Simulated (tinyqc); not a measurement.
## Trap density from the barrier height

Inverse problem. In a partly depleted grain with all boundary traps filled, 2 N W = Qt and VB = q N W^2/(2 eps0 eps_r). Find Qt, W and the doping at which VB would equal Vt.

Values chosen for this exercise:
```
symbol,value,unit,meaning
T,300,K,temperature
eps_r,11.7,,relative permittivity
```

Constants: q = 1.602176634e-19 C, kB = 1.380649e-23 J/K, Vt = kB T/q, eps0 = 8.8541878128e-14 F/cm where lengths are in cm. Results are converted to the units shown.

doping = 2.9e18 cm^-3
barrier height = 0.13499350 V

Solution. Eliminating W gives VB = q Qt^2/(8 eps0 eps_r N), which falls as 1/N.

Qt = 4.500e12 cm^-2
W = 7.759 nm
doping for VB = Vt = 1.514e19 cm^-3

Numbers from tinyqc (`OMP_NUM_THREADS=1 python tinyqc.py 2830055 2830056 out.jsonl`; about 0.01 s on one thread of a shared Intel Xeon 2.30GHz).
